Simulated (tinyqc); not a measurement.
Millisecond and nanosecond annealing: surface heating, thermal budget and solid-phase regrowth: one step, computed by the program tinyqc.

A square pulse heats the surface of a thick wafer with constant thermal properties; losses by radiation are neglected and silicon melts at 1414 C.

Problem. Peak temperature. Absorbed flux q = (1 - R) fluence/t_p; kappa = k/c. With f(z, t) = (2 q/k) sqrt(kappa t) ierfc(z/(2 sqrt(kappa t))), ierfc(x) = exp(-x^2)/sqrt(pi) - x erfc(x): T = T0 + f(z, t) during the pulse and T0 + f(z, t) - f(z, t - t_p) after it. At the surface the rise at the end of the pulse is 2 q sqrt(t_p/(pi k c)); the fluence that just melts the surface scales with (1414 - T0).

Inputs (values chosen for the exercise, modelled on hot silicon with boron):

| quantity | value | unit |
|---|---|---|
| incident fluence | 9.02 | J/cm^2 |
| pulse length t_p | 6.5e-05 | s |
| reflectance R | 0.56 | - |
| thermal conductivity k | 0.3 | W/(cm K) |
| heat capacity per volume c | 2.39 | J/(cm^3 K) |
| preheat temperature T0 | 400 | C |

Source: scanned laser.

Give: absorbed flux q; kappa; thermal length sqrt(kappa t_p); peak temperature; fluence at the melting threshold.

Solution.

absorbed flux q = 61058 W/cm^2

kappa = 0.1255 cm^2/s

thermal length sqrt(kappa t_p) = 28.56 um

peak temperature = 1056 C

fluence at the melting threshold = 13.94 J/cm^2
